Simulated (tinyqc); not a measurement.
Rutherford backscattering from a thin compound film on silicon: kinematics, yields, composition and thickness: one step, computed by the program tinyqc. Command: `OMP_NUM_THREADS=1 python tinyqc.py 3006953 3006954 out.jsonl rbs walk`. One thread of a shared host (Intel(R) Xeon(R) Processor @ 2.30GHz), about 0.01 s of CPU time with the checks.

Singly charged helium ions (Z1 = 2, M1 = 4.0026 u) enter at the tilt angle a1 to the normal and leave at a2 = |180 - theta - tilt| in the same plane. The film is A B_x.

Task: Kinematics. Kinematic factor K = [(sqrt(M^2 - M1^2 sin^2 theta) + M1 cos theta)/(M + M1)]^2. Surface edges lie at K E0; substrate silicon has M = 28.09 u. Mass resolution at M_A = resolution/(E0 dK/dM).

Inputs (values chosen for the exercise, modelled on a helium beam on NiSi):

| quantity | value | unit |
|---|---|---|
| beam energy E0 | 1.6 | MeV |
| scattering angle theta | 170 | degrees |
| heavy element: mass M_A | 58.7 | u |
| light element: mass M_B | 28.09 | u |
| detector resolution (FWHM) | 16 | keV |

Give: kinematic factors; surface edges; mass resolution at M_A.

Result:

kinematic factors: A 0.7625, B 0.5658, Si 0.5658

surface edges (keV): A 1220, B 905, Si 905

mass resolution at M_A = 2.831 u

K flattens for heavy targets, so masses within 2.8 u of A cannot be told apart.
